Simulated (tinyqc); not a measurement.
# Junction parameters from two forward currents

Question. D(v) = J1 (exp(v/Vt) - 1) + J2 (exp(v/(2 Vt)) - 1). Find J1, J2 and the voltage 2 Vt ln(J2/J1) near which both parts are equal.

Values chosen for this exercise:
```
symbol,value,unit,meaning
T,300,K,temperature
```

Constants: q = 1.602176634e-19 C, kB = 1.380649e-23 J/K, Vt = kB T/q. Results are converted to the units shown.

junction voltages (V): [0.28, 0.68]
currents (uA/um): [5.0612458e-7, 0.072724266]

Answer. The current is linear in J1 and J2, so two points give two equations.

J1 = 2.700e-13 uA/um
J2 = 2.200e-9 uA/um
crossover = 0.4656 V

tinyqc, about 0.2 s, one thread, Intel Xeon 2.30GHz (shared host): `OMP_NUM_THREADS=1 python tinyqc.py 2182104 2182105 out.jsonl`
